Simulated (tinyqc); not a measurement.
MOS capacitor on a p-type substrate, surface potential from the exact charge relation: one step of the calculation.

Uniform p-type substrate, Boltzmann statistics, full ionisation, classical densities. psi is the surface potential against the body (positive when the bands bend down) and u = psi/Vt. Traps are spread evenly over the gap and neutral at flat band, so their charge is -q Dit psi; the minority quasi-Fermi level is shifted by Vb.

Task. Newton step for the surface potential. u = psi/Vt; F^2 = exp(-u) + u - 1 + r (exp(u) - u - 1); Qs = -sign(u) Q0 F; Cs = -dQs/dpsi = (Q0/Vt) |1 - exp(-u) + r (exp(u) - 1)|/(2 F). f = Vfb + psi + (q Dit psi - Qs)/Cox - Vg, f' = 1 + (Cs + q Dit)/Cox, psi(new) = psi - f/f'.

Inputs (values chosen for the exercise); band and dielectric values close to those of 4H silicon carbide: temperature T = 250 K; density of interface traps Dit = 0 cm^-2 eV^-1; gate voltage against the body Vg = -2.91 V.

Constants: q = 1.602176634e-19 C, kB = 1.380649e-23 J/K, Vt = kB T/q. Results are converted to the units shown.

psi after iteration 1 = -0.36521462 V
Cox = 0.99140073 uF/cm^2
Vfb = -2.3658913 V
Q0 = 3.1484707 nC/cm^2
r = 1.6076059e-58

Give: u; F; Qs; Cs; f; f'; psi after iteration 2.

Result.

u = -16.953
F = 4799.6
Qs = 15111 nC/cm^2
Cs = 350.72 uF/cm^2
f = -15.063 V
f' = 354.76
psi after iteration 2 = -0.32275 V

Program tinyqc, `OMP_NUM_THREADS=1 python tinyqc.py 2060038 2060039 out.jsonl`; Intel Xeon 2.30GHz, shared host, one thread, about 0.01 s.
